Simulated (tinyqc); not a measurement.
Pump-down curve: gas flow in a process chamber: flow regimes, conductance, effective pumping speed, pump-down, outgassing and purge. Computed by tinyqc, a small Python program. Command: `OMP_NUM_THREADS=1 python tinyqc.py 3120642 3120643 out.jsonl pump walk`. One thread of a shared host (Intel(R) Xeon(R) Processor @ 2.30GHz), about 0.07 s of CPU time with the checks.

Ideal gas, isothermal flow, a pump of constant speed at the end of a round pipe; process gas, volume gas and outgassing are given the same properties. 1 sccm = 101325 Pa x 1e-6 m^3/60 s x T/273.15 K.

Inputs (values chosen for the exercise, modelled on oxygen near room temperature):
```
quantity                     value            unit
molar mass M                    32           g/mol
molecular diameter            0.36              nm
viscosity eta                 20.6   micropascal s
temperature T                  350               K
chamber volume V                11               L
wall area                     0.37             m^2
pipe diameter d                6.3              cm
pipe length l                   25              cm
pump speed S                    67             L/s
outgassing rate after 1 h  3.8e-06  Pa m^3/(s m^2)
outgassing exponent n         0.85               -
starting pressure p0           110              Pa
```

Constants: k_B = 1.380649e-23 J/K; u = 1.6605390666e-27 kg.

Method:
- Mean speed c = sqrt(8 k_B T/(pi m)); aperture conductance C_a = c pi d^2/16; molecular pipe C_m = C_a/(1 + 3 l/(4 d)) (Dushman form); viscous pipe C_v = pi d^4 p_mean/(128 eta l); Knudsen interpolation C = C_v + C_m (1 + x)/(1 + 1.24 x), x = d p_mean sqrt(m/(k_B T))/eta.
- Effective speed 1/S_eff = 1/S + 1/C_m; time constant V/S_eff; pressure at which the free path k_B T/(sqrt2 pi d_m^2 p) equals d.
- Pump-down: V dp/dt = -S_eff(p) p + q(t) A, with S_eff = S p_2/p, where p_2 solves C((p + p_2)/2) (p - p_2) = S p_2 at each moment, and q(t) = q_1 (1 h/(t + 10 s))^n; integrated adaptively. At long times p = q(t) A/S_eff.
- S_eff(p) is tabulated at 260 pressures and interpolated in ln p. Comparison columns: p0 exp(-t/time constant) with the molecular S_eff (0 below 1e-26 p0), and the outgassing limit.

time constant = 0.280807 s

S_eff in molecular flow = 39.1728 L/s

Pressure against time:
```
t (s)       p (Pa)  S_eff (L/s)  volume gas only (Pa)  outgassing limit (Pa)
0.3     1.8412e+01       63.993            3.7793e+01             5.2113e-03
1       6.1923e-01       42.546            3.1246e+00             4.9280e-03
3       4.8714e-03       39.077            2.5212e-03             4.2757e-03
10      3.0058e-03       39.112            3.7623e-14             2.9647e-03
30      1.6562e-03       39.139                     0             1.6448e-03
100     6.9788e-04       39.158                     0             6.9610e-04
300     2.8880e-04       39.167                     0             2.8854e-04
1000    1.0576e-04       39.171                     0             1.0573e-04
3600    3.5811e-05       39.172                     0             3.5808e-05
20000   8.3523e-06       39.173                     0             8.3521e-06
100000  2.1273e-06       39.173                     0             2.1273e-06
```

What does the comparison show, and why?

From t = 3 s on the pressure is within 20 % of the outgassing limit, which falls only as (t + 10 s)^-0.85: walls, not volume, set the time to base pressure. Early on viscous flow raises S_eff to 64.0 L/s, 1.6 times its molecular value.
